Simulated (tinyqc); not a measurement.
Electron mobility in a silicon inversion layer, empirical terms and Matthiessen rule: two steps of the calculation.

Inversion layer of sheet density Ns on a uniformly doped body, under a high-permittivity gate with an interlayer. The mobility terms are empirical power laws with prefactors chosen for the exercise; adding their inverses (Matthiessen) is itself an approximation.

Inputs (values chosen for the exercise); material values close to those of silicon: temperature T = 325 K; body doping Nb = 5.5e17 cm^-3; gate capacitance Cox = 0.65 uF/cm^2; phonon-limited mobility at 1 MV/cm and 300 K Ap = 474 cm^2/(V s); roughness-limited mobility at 1 MV/cm As = 867 cm^2/(V s); exponent of the roughness term gs = 2; Coulomb prefactor Ac = 2900 cm^2/(V s); charge at the interface Nit = 2.6e11 cm^-2; remote-phonon mobility without interlayer Ar = 200 cm^2/(V s); interlayer thickness ti = 1.2 nm; decay length of remote phonons lr = 0.5 nm; inversion density Ns = 1.4e12 cm^-2; ratio W/L WL = 10; drain voltage Vd = 0.01 V.

Problem 1. Mobility terms and their sum. With t = T/(300 K): muC = Ac (Ns/1e12 cm^-2) t/(Nb/1e17 cm^-3 + Nit/1e11 cm^-2), muP = Ap E^(-1/3) t^(-1.75), muS = As E^(-gs), muR = Ar exp(2 ti/lr)/t; 1/mu is the sum of the inverses.

E = 0.68102858 MV/cm

Find: terms; mu; shares of 1/mu.

Solution 1.

terms (cm^2/(V s)): Coulomb 543.00, phonon 468.33, roughness 1869.3, remote phonon 22433
mu = 219.47 cm^2/(V s)
shares of 1/mu (%): Coulomb 40.418, phonon 46.863, roughness 11.741, remote phonon 0.97836

The phonon term limits most.

Problem 2. Split C-V extraction. Q(Vg) is the trapezoid sum of Cgc from the first point (where Q is taken as 0); mu_eff = I/((W/L) Q Vd); mu_FE = (dI/dVg)/((W/L) Cox Vd) with a backward difference. Listed from point 4 on.

| point | Vg (V) | Cgc (uF/cm^2) | I (uA) |
|---|---|---|---|
| 0 | 0.1 | 3.1493977e-4 | 3.2333719e-8 |
| 1 | 0.15 | 0.0012288158 | 4.9283262e-7 |
| 2 | 0.2 | 0.0047750397 | 7.4769388e-6 |
| 3 | 0.25 | 0.018267113 | 1.1142224e-4 |
| 4 | 0.3 | 0.065983064 | 0.0015540340 |
| 5 | 0.35 | 0.19906394 | 0.017502486 |
| 6 | 0.4 | 0.41145368 | 0.12106510 |
| 7 | 0.45 | 0.56601376 | 0.44522867 |
| 8 | 0.5 | 0.62621865 | 1.0154502 |
| 9 | 0.55 | 0.64374320 | 1.7569325 |
| 10 | 0.6 | 0.64838711 | 2.6011998 |
| 11 | 0.65 | 0.64958644 | 3.5057415 |
| 12 | 0.7 | 0.64989411 | 4.4445641 |

Find: Q; mu_eff; mu_FE.

Solution 2.

| point | Q (uC/cm^2) | mu_eff (cm^2/(V s)) | mu_FE (cm^2/(V s)) |
|---|---|---|---|
| 4 | 0.002871 | 5.413 | 0.4439 |
| 5 | 0.009497 | 18.43 | 4.907 |
| 6 | 0.02476 | 48.90 | 31.87 |
| 7 | 0.04920 | 90.50 | 99.74 |
| 8 | 0.07900 | 128.5 | 175.5 |
| 9 | 0.1108 | 158.6 | 228.1 |
| 10 | 0.1431 | 181.8 | 259.8 |
| 11 | 0.1755 | 199.8 | 278.3 |
| 12 | 0.2080 | 213.7 | 288.9 |

At the last point mu_FE is 35 % above mu_eff.

Program tinyqc, `OMP_NUM_THREADS=1 python tinyqc.py 2510118 2510119 out.jsonl`; Intel Xeon 2.30GHz, shared host, one thread, about 0.01 s.
